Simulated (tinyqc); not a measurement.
Comparisons within one model: linear model of a band gap against the share of exact exchange. A value that a table varies takes the place of the one given here.

E(alpha) = E0 + S alpha. A wider gap screens less, modelled in the Penn form eps(alpha) = 1 + (e0 - 1)(EP/(EP + S alpha))^2 with a scale EP chosen for the exercise. A dielectric-dependent hybrid takes alpha = 1/eps.

Parameters, chosen for this exercise (of the order of those of GaAs; not measured data):
- E0 = 0.53 eV (gap of the semi-local functional)
- S = 5.18 eV (slope dE/d(alpha))
- e0 = 11.45 (optical dielectric constant at alpha = 0)
- EP = 10 eV (energy scale of the screening)
- Et = 1.5 eV (target gap)

## Sweep of alpha

Also the exciton scale relative to alpha = 0, (m/m(0))(eps(0)/eps)^2, with a mass proportional to E + D, D = E0/2 + 0.3 eV, a k.p rule for direct gaps only.

Results:

| alpha | E (eV) | eps | alpha eps | exciton scale |
|---|---|---|---|---|
| 0.00 | 0.530 | 11.450 | 0.000 | 1.00 |
| 0.05 | 0.789 | 10.929 | 0.546 | 1.36 |
| 0.10 | 1.048 | 10.446 | 1.045 | 1.77 |
| 0.15 | 1.307 | 9.997 | 1.500 | 2.24 |
| 0.20 | 1.566 | 9.580 | 1.916 | 2.78 |
| 0.25 | 1.825 | 9.191 | 2.298 | 3.39 |
| 0.35 | 2.343 | 8.489 | 2.971 | 4.83 |
| 0.50 | 3.120 | 7.593 | 3.796 | 7.65 |

alpha eps reaches 1 between alpha = 0.05 and 0.1 (fixed point 0.095), and the target gap is met between 0.15 and 0.2. At the fixed point the gap is 1.02 eV, -0.48 eV from the target. From 0 to 0.25 the gap grows by 1.29 eV while eps falls by 20 %; the exciton scale, which takes both, grows by a factor of 3.39.

## What each parameter does

Fixed point alpha = 1/eps(alpha), gap and eps there. Each row changes one parameter from the base and keeps the others.

Results:

| case | alpha | E (eV) | eps |
|---|---|---|---|
| base | 0.0953 | 1.024 | 10.490 |
| E0 = 0.477 eV | 0.0953 | 0.971 | 10.490 |
| S = 4.662 eV | 0.0945 | 0.970 | 10.587 |
| e0 = 10.305 | 0.1069 | 1.084 | 9.354 |
| EP = 9 eV | 0.0963 | 1.029 | 10.381 |

The largest shifts from the base row, up to three for each result and ties (the steps differ in size, so this ranks the rows, not the parameters). alpha: e0 +0.0116, EP +0.0010, S -0.0009; unchanged at the printed digits by E0. E (eV): e0 +0.060, S -0.053, E0 -0.053. eps: e0 -1.135, EP -0.109, S +0.097; unchanged at the printed digits by E0.

Computed by tinyqc, a small Python program: `OMP_NUM_THREADS=1 python tinyqc.py 1851118 1851119 out.jsonl` (the numbers bound the seed that draws the inputs); one thread of a shared host (Intel(R) Xeon(R) Processor @ 2.30GHz), about 0.01 s for the whole set of steps.
